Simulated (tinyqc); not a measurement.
Inside a calculation. Model: critical temperature from a phonon spectrum: McMillan, Allen-Dynes and the linearised Eliashberg equation. Computed by tinyqc, a small Python program that keeps every step. Command: `OMP_NUM_THREADS=1 python tinyqc.py 3005493 3005494 out.jsonl eliashberg walk`. One thread of a shared host (Intel(R) Xeon(R) Processor @ 2.30GHz), about 0.01 s of CPU time with the checks. Intermediate numbers are printed to about 6 digits and carried at full precision; extremes and crossings named in words are read from the listed rows.

alpha^2 F(omega) = sum_i (lambda_i omega_i/2) delta(omega - omega_i), so that lambda = 2 int alpha^2 F/omega d omega = sum_i lambda_i.

Inputs (values chosen for the exercise, for a model metal):
```
quantity                                value  unit
peak energy omega_1                      9.49   meV
coupling lambda_1                       0.301     -
peak energy omega_2                      17.7   meV
coupling lambda_2                       0.687     -
peak energy omega_3                      38.6   meV
coupling lambda_3                       0.973     -
Coulomb pseudopotential mu*              0.13     -
trial temperature                          16     K
Matsubara points N in the small matrix      4     -
```

Peaks in alpha^2 F: three.

Constants: k_B = 8.617333262e-05 eV/K.

## Moments of the spectrum

omega_log = exp(sum lambda_i ln omega_i / lambda); omega_rms = sqrt(sum lambda_i omega_i^2 / lambda).

lambda = 1.961

omega_log = 23.6828 meV

omega_rms = 29.3745 meV

## McMillan and Allen-Dynes

McMillan form: k_B T_c = (omega_log/1.2) exp[-1.04 (1 + lambda)/(lambda - mu* (1 + 0.62 lambda))]. Allen-Dynes multiplies it by f1 f2: f1 = [1 + (lambda/L1)^(3/2)]^(1/3), L1 = 2.46 (1 + 3.8 mu*); f2 = 1 + (omega_rms/omega_log - 1) lambda^2/(lambda^2 + L2^2), L2 = 1.82 (1 + 6.3 mu*) omega_rms/omega_log.

T_c, McMillan form = 36.3463 K

f1 = 1.11595

f2 = 1.04463

T_c, Allen-Dynes = 42.3710 K

The two corrections raise T_c by 16.6 %. Caution: for lambda above about 1.5 the plain McMillan form saturates and falls short.

## The small kernel at the trial temperature

Linearised Eliashberg equation at omega_n = (2n + 1) pi k_B T, n = 0..N-1: lambda(j) = sum_i lambda_i omega_i^2/(omega_i^2 + (2 pi j k_B T)^2); K_mn = lambda(m - n) + lambda(m + n + 1) - 2 mu*(N) - delta_mn [2m + 1 + lambda(0) + 2 sum_(j=1..m) lambda(j)], with 1/mu*(N) = 1/mu* + ln(omega_rms/omega_N), omega_N = (2N + 1) pi k_B T. T_c is where the largest eigenvalue rho of K is zero.

lambda(j), j = 0, 1, ...: 1.96100  1.64476  1.23013  0.92259  0.70194  0.54276  0.42695  0.34168

mu*(N) = 0.134966

K, lower triangle (symmetric):
```
        1        2         3         4
1  0.3748
2  2.6050  -5.6369
3  1.8828   2.0768  -10.4769
4  1.3546   1.5030    1.8018  -14.5232
```

## Largest eigenvalue of the small kernel

K is the kernel of the linearised Eliashberg equation on the Matsubara points omega_n = (2n + 1) pi k_B T; T_c is where its largest eigenvalue rho is zero. Diagonalise K; at rho = 0 the eigenvector c is the gap function Delta_n/omega_n up to a factor; away from it Delta_n/Delta_0 = (2n + 1) c_n/c_0 is only an estimate.

largest eigenvalue rho = 2.13856

Delta_n/Delta_0: 1.00000  1.28232  1.20220  1.02100

rho > 0: in this small matrix the trial temperature lies below T_c.

## Critical temperature from the full kernel

N is the smallest integer at or above 8 omega_max/(2 pi k_B T_AD), omega_max the highest peak and T_AD the Allen-Dynes value.

N used = 14

T_c, Eliashberg = 42.2761 K

k_B T_c/omega_log = 0.153828

Allen-Dynes/Eliashberg = 1.00225

McMillan/Eliashberg = 0.859736

## Scaling the whole coupling

All lambda_i are multiplied by s. The last column is the large-lambda limit for mu* = 0, k_B T_c = 0.1827 omega_rms sqrt(lambda).

T_c (K):
```
s    lambda  McMillan  Allen-Dynes  Eliashberg  large-lambda limit
0.6  1.1766   21.2305       22.851      21.413              67.554
0.8  1.5688   29.9081       33.458      32.491              78.005
1.0  1.9610   36.3463       42.371      42.276              87.212
1.3  2.5493   43.2264       53.687      54.999              99.437
1.7  3.3337   49.3138       66.483      69.314             113.710
2.3  4.5103   54.9886       82.826      87.159             132.263
3.2  6.2752   59.8690      103.402     108.849             156.009
```

McMillan/Eliashberg runs from 0.99 at lambda = 1.18 to 0.55 at 6.28: the exponential form levels off at large lambda, while the true T_c keeps rising (exponent 0.67 between the last rows, tending to 1/2). Allen-Dynes stays within about 7 % over the table. The last row reaches 70 % of the mu* = 0 limit; with mu* above zero T_c stays below that line at any lambda.

## Isotope exponent

T_c ~ M^(-a). All omega_i scale as M^(-1/2) at fixed lambda, but mu* = mu/(1 + mu ln(E_F/omega)) changes: d mu*/d ln omega = mu*^2. In the McMillan form a = (1/2) [1 - 1.04 (1 + lambda)(1 + 0.62 lambda) mu*^2/(lambda - mu* (1 + 0.62 lambda))^2].

isotope exponent a = 0.479398

The exponent is close to the BCS value 1/2.

Checks made by the program: one-point kernel at mu* = 0: rho = lambda(1) - 1 (relative difference below 1e-10); T_c against the Allen-Dynes fit (relative difference 2e-03).
